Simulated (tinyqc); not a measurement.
# MOS capacitor on a p-type substrate, surface potential from the exact charge relation: effect of the temperature on threshold and swing

Uniform p-type substrate, Boltzmann statistics, full ionisation, classical densities. psi is the surface potential against the body (positive when the bands bend down) and u = psi/Vt. Traps are spread evenly over the gap and neutral at flat band, so their charge is -q Dit psi; the minority quasi-Fermi level is shifted by Vb.

Nc and Nv are given at 300 K and scale as (T/300 K)^1.5; Eg is held fixed. ni = sqrt(Nc Nv) exp(-Eg/(2 Vt)), Eg in volts; phiF = Vt ln(N/ni); Cox = eps0 eox/tox; Vfb = phiM - chi - (Eg - Vt ln(Nv/N)) - q Nf/Cox; VT = Vfb + [(2 phiF + Vb)(1 + q Dit/Cox) + sqrt(2 eps0 eps_r q N (2 phiF + Vb))/Cox]. gamma = sqrt(2 eps0 eps_r q N)/Cox; Wm = sqrt(2 eps0 eps_r (2 phiF + Vb)/(q N)); m = 1 + (eps0 eps_r/Wm + q Dit)/Cox; swing m Vt ln 10; Cmin/Cox = 1/(1 + Cox Wm/(eps0 eps_r)).

Parameters, values chosen for the exercise; band and dielectric values close to those of In0.53Ga0.47As:
- Eg = 0.735 eV (band gap)
- eps_r = 13.7 (relative permittivity)
- Nc = 2.13e17 cm^-3 (conduction-band density of states at the reference temperature)
- Nv = 7.81e18 cm^-3 (valence-band density of states at the reference temperature)
- chi = 4.48 eV (electron affinity)
- N = 2.9e17 cm^-3 (acceptor density of the substrate)
- eox = 22.6 (relative permittivity of the gate insulator (close to hafnium oxide))
- tox = 14 nm (insulator thickness)
- phiM = 4.66 eV (gate work function)
- Nf = -2.9e11 cm^-2 (fixed charge at the interface, in units of q)
- Dit = 0 cm^-2 eV^-1 (density of interface traps)
- Vb = 0 V (reverse bias of the inversion layer against the body)

Constants: q = 1.602176634e-19 C, kB = 1.380649e-23 J/K, Vt = kB T/q, eps0 = 8.8541878128e-14 F/cm where lengths are in cm. Results are converted to the units shown.

The same in every row: gamma (V^0.5) = 0.2349.

Result of one run:

| T (K) | Vfb (V) | 2 phiF (V) | VT (V) | Wm (nm) | m | swing (mV/decade) | Cmin/Cox |
|---|---|---|---|---|---|---|---|
| 440 | -0.3758 | 0.5783 | 0.3810 | 54.95 | 1.154 | 100.8 | 0.1338 |

What becomes of these results when the temperature T is changed from 440 to 200 K, all else the same?

Result of the changed run:

| T (K) | Vfb (V) | 2 phiF (V) | VT (V) | Wm (nm) | m | swing (mV/decade) | Cmin/Cox |
|---|---|---|---|---|---|---|---|
| 200 | -0.4762 | 0.7045 | 0.4255 | 60.65 | 1.140 | 45.24 | 0.1227 |

The whole series:

| T (K) | Vfb (V) | 2 phiF (V) | VT (V) | Wm (nm) | m | swing (mV/decade) | Cmin/Cox |
|---|---|---|---|---|---|---|---|
| 200 | -0.4762 | 0.7045 | 0.4255 | 60.65 | 1.140 | 45.24 | 0.1227 |
| 240 | -0.4613 | 0.6871 | 0.4205 | 59.90 | 1.142 | 54.37 | 0.1241 |
| 280 | -0.4455 | 0.6680 | 0.4144 | 59.06 | 1.144 | 63.54 | 0.1256 |
| 320 | -0.4290 | 0.6474 | 0.4073 | 58.14 | 1.146 | 72.76 | 0.1274 |
| 360 | -0.4118 | 0.6254 | 0.3994 | 57.15 | 1.149 | 82.04 | 0.1293 |
| 400 | -0.3941 | 0.6024 | 0.3906 | 56.08 | 1.151 | 91.38 | 0.1314 |
| 440 | -0.3758 | 0.5783 | 0.3810 | 54.95 | 1.154 | 100.8 | 0.1338 |

As T goes from 200 to 440, VT falls from 0.425 to 0.381 V, the swing rises from 45.2 to 101 mV/decade and Cmin/Cox rises from 0.123 to 0.134. Of the change of VT by -0.0444 V, 0.100 V comes from Vfb and -0.145 V from the band bending and the charge it takes. VT changes by -0.185 mV/K on average.

Program tinyqc, `OMP_NUM_THREADS=1 python tinyqc.py 2060137 2060138 out.jsonl`; Intel Xeon 2.30GHz, shared host, one thread, about 0.01 s.
